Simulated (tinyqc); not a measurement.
Scale length and length offset from two DIBL values.

Problem. DIBL = exp(-Le/(2 l)) + 2 exp(-Le/l) with Le = L - dL. Find l, dL and the drawn length for a DIBL of 100 mV/V.

DIBL at drawn lengths 50 and 88 nm (mV/V): [76.335641, 7.8869859]

Solution. With e = exp(-Le/(2 l)), 2 e^2 + e = DIBL gives e and so Le/l at each length; Le/l is a straight line in L with slope 1/l.

l = 8.80 nm
dL = 2.50 nm
length for 100 mV/V = 45.8 nm

tinyqc, about 0.01 s, one thread, Intel Xeon 2.30GHz (shared host): `OMP_NUM_THREADS=1 python tinyqc.py 2002028 2002029 out.jsonl`
